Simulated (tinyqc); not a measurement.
Inside a calculation: interface roughness in a thin film (subband fluctuation and scattering). Values are carried at full precision from step to step, so a last printed digit may differ when a step is redone from the rounded ones.

Square well of width t, barriers V0, c = hbar^2/2m0: E1 solves k t + 2 atan[(k/mz)/(kappa/mb)] = pi, k = sqrt(mz E/c), kappa = sqrt(mb (V0 - E)/c). One interface is rough, so the subband edge fluctuates by G dt with G = |dE1/dt| (central difference of 0.01 angstrom; 2 E1/t for hard walls).

Constants: hbar^2/2m0 = 3.80998211 eV angstrom^2; e^2/(4 pi eps0) = 14.39964547 eV angstrom; hbar = 6.58211957e-16 eV s.

Values chosen for the exercise (near those of a thin Si channel on (100), two-fold valleys; shifted at random, so the results belong to these values and not to a real crystal): t = 18 angstrom (film thickness); mz = 0.892 m0 (confinement mass); V0 = 3.21 eV (barrier); mb = 0.5 m0 (barrier mass); D = 2.9 angstrom (rms height of the roughness); md = 0.187 m0 (mass in the plane); gv = 2 (valleys); Lc = 12 angstrom (correlation length); Ns = 1.6 x 1e12/cm^2 (sheet density); eps = 7.4 (mean dielectric constant at the channel); Lg = 150 angstrom (gate length); Wg = 1000 angstrom (gate width).

## Sensitivity of the level to thickness

Give E1, G, the hard-wall values and the rms fluctuation G D.

E1 = 108.12 meV
G = |dE1/dt| = 10.9304 meV/angstrom

hard walls: E1 (meV) and G (meV/angstrom): 130.111  14.457

G D = 31.70 meV

Hard walls overstate G by a factor 1.32, and the scattering rate, which goes as G^2, by 1.75.

## The angular integrand

Gaussian roughness spectrum S(q) = pi D^2 Lc^2 exp(-q^2 Lc^2/4). Degenerate gas, taken to fill one subband (the second starts to fill once c kF^2/md exceeds E2 - E1, which is not tested here): kF = sqrt(2 pi Ns/gv), q = 2 kF sin(theta/2), 1/tau = (md/(2 pi c hbar)) G^2 times the integral from 0 to pi of S(q)(1 - cos theta)/eps(q)^2 dtheta, eps(q) = 1 + qs/q with screening (qs = gv md q0/(c eps), q0 = e^2/(4 pi eps0), form factors left out, which overstates the screening; other scattering is left out too, so these values lie far above measured mobilities in all but the thinnest films) or 1 without; mobility = tau c2/md with c2 = e/m0 = 1.75882e15 cm^2/(V s^2); 1e12/cm^2 = 1e-4/angstrom^2.

kF, qs, and exp(-q^2 Lc^2/4)(1 - cos theta) without and with the factor 1/eps^2 at theta = 30, 60, ..., 180 degrees.

kF = 0.02242 1/angstrom
qs = 0.1910 1/angstrom

Integrand:
```
theta  q (1/angstrom)   bare  eps(q)  screened
30             0.0116  0.133   17.46  0.000437
60             0.0224  0.491    9.52   0.00542
90             0.0317  0.964    7.02    0.0195
120            0.0388   1.42    5.92    0.0406
150            0.0433   1.74    5.41    0.0596
180            0.0448   1.86    5.26    0.0672
```

kF Lc = 0.27: the roughness is short-ranged for these electrons, and back-scattering dominates.

## Scattering time and mobility

Integrate over theta.

Results:
```
case      integral  tau (fs)  mobility (cm^2/(V s))
bare         2.976     62.29                  585.8
screened   0.08334      2224              2.092e+04
```

Screening raises the mobility by a factor 35.7. With it kF l = 69.2, so by this rate the carriers are far from localisation. G D = 31.7 meV exceeds EF - E1 = 10.2 meV, though, so the gas breaks into puddles and this rate is not to be trusted.

## Threshold variation

Averaged over an area A = Lg Wg much larger than Lc^2, the thickness varies by D sqrt(pi Lc^2/A), so sigma(Vt) = G D Lc sqrt(pi/A)/e; the Pelgrom coefficient is sigma sqrt(A) (1 micrometre = 1e4 angstrom).

rms of the mean thickness = 0.159 angstrom
sigma(Vt) = 1.741 mV
coefficient = 0.0674 mV micrometre

The electrostatic effect of the thickness is left out.

## Checks

- G from the envelope at the wall, psi(t/2)^2 (E1 + c mz (kappa/mb)^2), against the difference quotient, meV/angstrom: both 10.930.
- Bare integral for Lc -> 0 against pi: both 3.1416.

Computed by tinyqc, a small Python program: `OMP_NUM_THREADS=1 python tinyqc.py 1280144 1280145 out.jsonl` (the numbers bound the seed that draws the inputs); one thread of a shared host (Intel(R) Xeon(R) Processor @ 2.30GHz), about 0.02 s for the whole set of steps.
